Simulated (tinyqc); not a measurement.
Sheet resistance and Hall data of a diffused or implanted layer. Changing the background doping N_B (opposite type). Computed by tinyqc, a small Python program. Command: `OMP_NUM_THREADS=1 python tinyqc.py 3021440 3021441 out.jsonl layer sweep`. One thread of a shared host (Intel(R) Xeon(R) Processor @ 2.30GHz), about 0.02 s of CPU time with the checks.

Carriers are taken equal to the net active doping down to the junction (full ionisation, which deep dopants in wide-gap hosts do not reach; no spill-over, no depletion), and the Hall factor is 1.

Inputs (values chosen for the exercise, modelled on donors in germanium):
```
quantity                  value        unit
mu_min                      287  cm^2/(V s)
mu_max                     3820  cm^2/(V s)
N_ref                   1.2e+17      1/cm^3
exponent alpha             0.55           -
peak concentration N_0  2.3e+19      1/cm^3
length scale l              120          nm
projected range R_p         350          nm
```

Profile: buried Gaussian (implant). Activation: complete.

Constants: e = 1.602176634e-19 C.

Method:
- N(x) = N_0 exp(-(x - R_p)^2/(2 l^2)) for x > 0, dose N_0 l sqrt(pi/2) erfc(-R_p/(l sqrt 2)), junction x_j = R_p + l sqrt(2 ln(N_0/N_B)); the layer starts at x_0 = max(0, 2 R_p - x_j).
- Mobility mu = mu_min + (mu_max - mu_min)/(1 + (N_t/N_ref)^alpha), N_t = active doping + N_B; carriers n = active doping - N_B, all dopants active.
- Integrals from x_0 (0 unless stated) to x_j by the midpoint rule on 400 even intervals: 1/R_s = e int n mu dx; sheet density n_s = int n dx; Hall sheet density (int n mu dx)^2/int n mu^2 dx; Hall mobility int n mu^2 dx/int n mu dx.
- Mean conductivity 1/(R_s x_j); mean mobility 1/(e n_s R_s).

One run for each value; columns: (1) background doping N_B (opposite type) (1/cm^3); (2) sheet resistance R_s (ohm); (3) junction depth x_j (nm); (4) mean conductivity 1/(R_s x_j) (S/cm); (5) mean mobility (cm^2/(V s)):
```
(1)         (2)    (3)    (4)    (5)
1.00e+14  16.65  946.3  634.7  542.8
4.20e+14  16.65  910.6  659.6  542.8
1.80e+15  16.66  871.8  688.5  542.7
7.40e+15  16.68  831.3  721.0  542.2
3.10e+16  16.78  786.3  757.9  540.6
1.30e+17  17.12  736.1  793.7  535.8
2.30e+18  22.84  607.5  720.7  495.7
```

Give the missing row, background doping N_B (opposite type) (1/cm^3) = 5.50e+17.

Computed row; columns: (1) background doping N_B (opposite type) (1/cm^3); (2) sheet resistance R_s (ohm); (3) junction depth x_j (nm); (4) mean conductivity 1/(R_s x_j) (S/cm); (5) mean mobility (cm^2/(V s)):
```
(1)         (2)    (3)    (4)    (5)
5.50e+17  18.34  677.9  804.5  522.5
```

Interpolating between the two neighbouring rows (the first column on a logarithmic scale, the others too where they are positive) misses most in sheet resistance R_s (ohm), by 7.9 %. Over the rows, sheet resistance R_s (ohm) rises from 16.6 to 22.8 (exponent d ln y / d ln x 8.1e-5 between the first rows and 0.15 between the last); junction depth x_j (nm) falls from 946 to 608 (exponent d ln y / d ln x -0.027 between the first rows and -0.077 between the last); mean conductivity 1/(R_s x_j) (S/cm) goes from 635 through a maximum among these rows, 804 at 5.50e17, to 721. x_j shrinks by a factor 1.56 and R_s grows by 1.37; over the first half of the table x_j shrinks by 1.20 and R_s grows by 1.01: the tail carries little current.

Extremes, crossings and ranges named in words are read from the listed rows.
